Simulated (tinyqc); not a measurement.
Worked calculation: the 3-omega method: a line heater on a substrate with a thin film. Computed by tinyqc, a small Python program that keeps every step. Command: `OMP_NUM_THREADS=1 python tinyqc.py 3020113 3020114 out.jsonl threeomega walk`. One thread of a shared host (Intel(R) Xeon(R) Processor @ 2.30GHz), about 0.01 s of CPU time with the checks. Intermediate numbers are printed to about 6 digits and carried at full precision; extremes and crossings named in words are read from the listed rows.

A current at angular frequency omega = 2 pi f heats the line at 2 omega with the amplitude P per length; the temperature swing Delta T at 2 omega gives a voltage at 3 omega. The substrate is taken as semi-infinite and isotropic, and the heat capacity of heater and film is left out.

Inputs (values chosen for the exercise, modelled on silica on gallium nitride):
```
quantity                                    value           unit
substrate conductivity kappa                  194        W/(m K)
substrate heat capacity C                    3.09  1e6 J/(m^3 K)
heater half-width b                           3.9     micrometre
power amplitude per length P                   34            W/m
current frequency f                          3300             Hz
film thickness t                              580             nm
film conductivity kappa_f                     1.3        W/(m K)
interface resistance R_i                       16       m^2 K/GW
substrate thickness d_s                      1000     micrometre
temperature coefficient of resistance beta    2.5         1e-3/K
voltage amplitude V_1                         2.6              V
```

## Penetration depth

D = kappa/C; q = sqrt(2 i omega/D); penetration depth 1/|q| = sqrt(D/(2 omega)).

diffusivity D = 62.7832 mm^2/s

penetration depth = 38.9099 micrometre

|q| b = 0.100232

penetration depth / d_s = 0.0389099

## Temperature swing of the bare substrate

Delta T_s = (P/(pi kappa)) int_0^infinity (sin x/x)^2 / sqrt(x^2 + (q b)^2) dx with (q b)^2 = i |q b|^2, averaged over the heater width (12 Gauss-Legendre points on each of the pieces 0, 14 log-spaced edges from 1e-5 to 1, and multiples of pi to 40 pi; the tail adds 1/(4 (40 pi)^2)). For |q| b much below 1: Delta T_s = (P/(pi kappa)) [-ln(|q| b) + eta - i pi/4], eta = 3/2 - C_E = 0.92278, with Euler's C_E = 0.5772157.

in-phase Delta T_s = 0.179875 K

out-of-phase Delta T_s = -0.0435055 K

in-phase, narrow-line form = 0.179802 K

out-of-phase, narrow-line form = -0.0438144 K

The narrow-line form misses the in-phase part by -0.04 % and the out-of-phase part by +0.7 % at |q| b = 0.100.

## The film adds a constant step

One-dimensional flow across the film: Delta T_f = P (t/kappa_f + R_i)/(2 b); total in-phase swing Delta T = Delta T_s + Delta T_f; third-harmonic amplitude V_3 = V_1 beta |Delta T|/2 with the out-of-phase part included; the apparent film conductivity is t/(t/kappa_f + R_i).

Delta T_f = 2.01452 K

total in-phase swing = 2.19439 K

V_3 = 7.13318 mV

apparent film conductivity = 1.25499 W/(m K)

film share of the in-phase swing = 0.918030

The interface lowers the apparent conductivity by 3 %. The film gives a large part of the signal.

## Conductivity from the slope

Take the in-phase swing at f and at 2f; in the narrow-line limit kappa = P ln 2/(2 pi [Delta T(f) - Delta T(2f)]), whatever the film and the heater width.

in-phase Delta T_s at 2f = 0.160614 K

kappa from the slope = 194.730 W/(m K)

error of the slope method = 0.376304 %

## The window of frequencies

The slope value uses each f and 2f: kappa = P ln 2/(2 pi [Delta T(f) - Delta T(2f)]).

Bare substrate; columns: (1) f (Hz); (2) penetration depth (micrometre); (3) |q| b; (4) in-phase (K); (5) out-of-phase (K); (6) narrow-line form (K); (7) kappa from the slope (W/(m K)):
```
(1)            (2)         (3)         (4)          (5)         (6)      (7)
3.3        1230.44  0.00316960    0.372481   -0.0438138    0.372481  194.001
33         389.099   0.0100232    0.308256   -0.0438092    0.308255  194.007
330        123.044   0.0316960    0.244036   -0.0437728    0.244029  194.074
1600       55.8800   0.0697924    0.200030   -0.0436483    0.199995  194.355
6600       27.5134    0.141749    0.160614   -0.0432612    0.160468  195.452
33000      12.3044    0.316960    0.116287   -0.0417942    0.115576  201.047
130000     6.19933    0.629100   0.0799659   -0.0382993   0.0773337  220.307
660000     2.75134     1.41749   0.0428543   -0.0291402   0.0320156  313.821
3.30e+06   1.23044     3.16960   0.0195630   -0.0167737  -0.0128767  653.449
2.00e+07  0.499806     7.80302  0.00794089  -0.00748278  -0.0631348  1612.67
```

The slope gives kappa within 1 % up to |q| b = 0.14 (f = 6600 Hz) among these rows. The penetration depth stays under d_s/5 = 200 micrometre from f = 330 Hz up, so a usable window lies between the two. At high f the flow turns one-dimensional: in-phase and out-of-phase parts become equal in size (ratio 0.94 in the last row) and fall as f^(-1/2) (exponent -0.50).

Checks made by the program: narrow-line limit at |q| b = 0.002 (relative difference 7e-07).
